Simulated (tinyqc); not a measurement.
From results back to parameters: cyclotron resonance of ellipsoidal valleys, Si type. Five cases, with inputs chosen for the exercise.

Problem. The cyclotron masses of the valleys [100] and [001] at this angle were computed from hidden ml and mt.

Valleys along [100], [010], [001] (each with its opposite partner), mass ml along the axis and mt across it. B lies in the (1-10) plane, b = (sin(theta)/sqrt2, sin(theta)/sqrt2, cos(theta)). For the angle phi between B and the axis, 1/mc^2 = cos^2(phi)/mt^2 + sin^2(phi)/(mt ml). Resonance: h nu = 2 muB B/mc, h = 2 pi hbar.

Find: X = 1/mt^2; Y = 1/(mt ml); mt; ml.

Case 1.

Values chosen (out of a larger set: near those of Si; not measured data): theta = 29 degrees (angle of B from [001] towards [110]).

mc of [100] = 0.352934 m0
mc of [001] = 0.218990 m0

Solution.

X = 1/mt^2 = 25.51
Y = 1/(mt ml) = 5.700
mt = 0.198 m0
ml = 0.89 m0

With cos^2(phi) = 0.1175 and 0.7650, the two values of 1/mc^2 are linear equations for X and Y; mt = 1/sqrt(X), ml = sqrt(X)/Y.

Case 2.

Values chosen (out of a larger set: near those of Si; not measured data): theta = 75 degrees (angle of B from [001] towards [110]).

mc of [100] = 0.242817 m0
mc of [001] = 0.370114 m0

Solution.

X = 1/mt^2 = 29.86
Y = 1/(mt ml) = 5.680
mt = 0.183 m0
ml = 0.96 m0

With cos^2(phi) = 0.4665 and 0.0670, the two values of 1/mc^2 are linear equations for X and Y; mt = 1/sqrt(X), ml = sqrt(X)/Y.

Case 3.

Values chosen (out of a larger set: near those of Si; not measured data): theta = 26 degrees (angle of B from [001] towards [110]).

mc of [100] = 0.366577 m0
mc of [001] = 0.213827 m0

Solution.

X = 1/mt^2 = 25.77
Y = 1/(mt ml) = 5.494
mt = 0.197 m0
ml = 0.92 m0

With cos^2(phi) = 0.0961 and 0.8078, the two values of 1/mc^2 are linear equations for X and Y; mt = 1/sqrt(X), ml = sqrt(X)/Y.

Case 4.

Values chosen (out of a larger set: near those of Si; not measured data): theta = 21 degrees (angle of B from [001] towards [110]).

mc of [100] = 0.373424 m0
mc of [001] = 0.197425 m0

Solution.

X = 1/mt^2 = 28.60
Y = 1/(mt ml) = 5.701
mt = 0.187 m0
ml = 0.94 m0

With cos^2(phi) = 0.0642 and 0.8716, the two values of 1/mc^2 are linear equations for X and Y; mt = 1/sqrt(X), ml = sqrt(X)/Y.

Case 5.

Values chosen (out of a larger set: near those of Si; not measured data): theta = 46 degrees (angle of B from [001] towards [110]).

mc of [100] = 0.291352 m0
mc of [001] = 0.244218 m0

Solution.

X = 1/mt^2 = 28.29
Y = 1/(mt ml) = 6.017
mt = 0.188 m0
ml = 0.88 m0

With cos^2(phi) = 0.2587 and 0.4826, the two values of 1/mc^2 are linear equations for X and Y; mt = 1/sqrt(X), ml = sqrt(X)/Y.

Computed by tinyqc, one run a case: `OMP_NUM_THREADS=1 python tinyqc.py N N+1 out.jsonl` with N = 1281688, 1281857, 1281974, 1281983, 1282036; one thread of a shared Intel(R) Xeon(R) Processor @ 2.30GHz, about 0.01 s a run at most.
